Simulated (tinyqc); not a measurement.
# Resistance of a circular point contact between the ballistic and the diffusive limit: two studies

Two half-spaces of a free-electron metal (one valley, spin 2) meet through a circular opening of radius a in an insulating sheet.

Values chosen for this exercise: free-electron density n = 3.5e21 cm^-3; mean free path l = 12 nm; radius of the opening a = 3.3 nm.

Constants: q = 1.602176634e-19 C, hbar = 1.054571817e-34 J s. Results are converted to the units shown.

Each table varies one quantity; the others keep the values above.

## Effect of the radius

kF = (3 pi^2 n)^(1/3), resistivity rho = hbar kF/(n q^2 l). Maxwell: RM = rho/(2 a); Sharvin: RS = 4 rho l/(3 pi a^2); interpolation R = RS + gamma RM, gamma = (1 + 0.83 K)/(1 + 1.33 K), K = l/a.

Results:

| a (nm) | K = l/a | RM (ohm) | RS (ohm) | R (ohm) |
|---|---|---|---|---|
| 1.5 | 8.000 | 153.1 | 1040 | 1140 |
| 4.8 | 2.500 | 47.86 | 101.6 | 135.6 |
| 8.8 | 1.364 | 26.10 | 30.22 | 50.00 |
| 16 | 0.7500 | 14.36 | 9.140 | 20.80 |
| 29 | 0.4138 | 7.922 | 2.782 | 9.647 |
| 52 | 0.2308 | 4.418 | 0.8654 | 4.893 |
| 94 | 0.1277 | 2.444 | 0.2648 | 2.575 |
| 170 | 0.07059 | 1.351 | 0.08097 | 1.389 |
| 310 | 0.03871 | 0.7410 | 0.02435 | 0.7518 |

Estimate the missing row, a = 2.7 nm.

Computed row:

| a (nm) | K = l/a | RM (ohm) | RS (ohm) | R (ohm) |
|---|---|---|---|---|
| 2.7 | 4.444 | 85.08 | 321.0 | 378.7 |

With this row back in the table: R falls from 1140 to 0.752 ohm, as a^(-1.88) between the first two rows and a^(-1.02) between the last two (Sharvin -2, Maxwell -1). RM equals RS at a = 8 l/(3 pi) = 10.2 nm. In 1 of the 10 rows kF a is below 10, where the smooth Sharvin count is off by about 2/(kF a), a fifth or more.

## Effect of the mean free path

Same model as above.

The same in every row: RS (ohm) = 214.87.

Effect of the mean free path:

| l (nm) | K = l/a | RM (ohm) | R (ohm) |
|---|---|---|---|
| 0.2 | 0.060606 | 4176.8 | 4274.5 |
| 0.48 | 0.14545 | 1740.3 | 1849.1 |
| 1.2 | 0.36364 | 696.13 | 825.69 |
| 2.8 | 0.84848 | 298.34 | 453.75 |
| 6.8 | 2.0606 | 122.85 | 303.88 |
| 16 | 4.8485 | 52.210 | 250.09 |
| 39 | 11.818 | 21.419 | 228.72 |
| 94 | 28.485 | 8.8868 | 220.50 |

R falls from 4270 to 221 ohm. RS stays at 215 ohm, since rho l depends on n alone, and R is 2.6 % above it in the last row: a cleaner metal cannot lower R below the Sharvin value.

Numbers from tinyqc (`OMP_NUM_THREADS=1 python tinyqc.py 2760069 2760070 out.jsonl`; about 0.01 s on one thread of a shared Intel Xeon 2.30GHz).
